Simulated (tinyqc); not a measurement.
Electroplating on a thin resistive seed layer: kinetics, Wagner number and the terminal effect across a wafer: one step, computed by the program tinyqc.

Current enters the seed at the rim. The bath is treated as a local resistance per area (no lateral flow in the liquid), two electrons per ion, molar volume 7.11 cm^3/mol, Faraday constant F = e N_A, kinematic viscosity 0.01 cm^2/s, omega = 2 pi x rpm/60; k_B T/e is in volts.

Task: Linear estimate of the terminal effect. Linearised: with R_t = kinetic + bath resistance the current density obeys (1/r)(r i')' = i R_s/R_t, so i = A I_0(r/l), l = sqrt(R_t/R_s); with x = R/l, edge/centre = I_0(x) and edge/mean = x I_0(x)/(2 I_1(x)). Voltage drop in the seed for a uniform current: i R_s R^2/4.

Inputs (values chosen for the exercise, of the order of those for copper plating on a thin cobalt or ruthenium seed): wafer radius R = 15 cm; mean current density = 26 mA/cm^2; temperature T = 298 K.

kinetic resistance = 2.992967 ohm cm^2

bath resistance R_b = 160.1111 ohm cm^2

sheet resistance R_s = 7.5 ohm/square

Give: length l; x = R/l; edge over centre, linear; edge over mean, linear; drop for uniform current.

Result:

length l = 4.6634 cm

x = R/l = 3.2165

edge over centre, linear = 5.8261

edge over mean, linear = 1.9499

drop for uniform current = 10968.75 mV
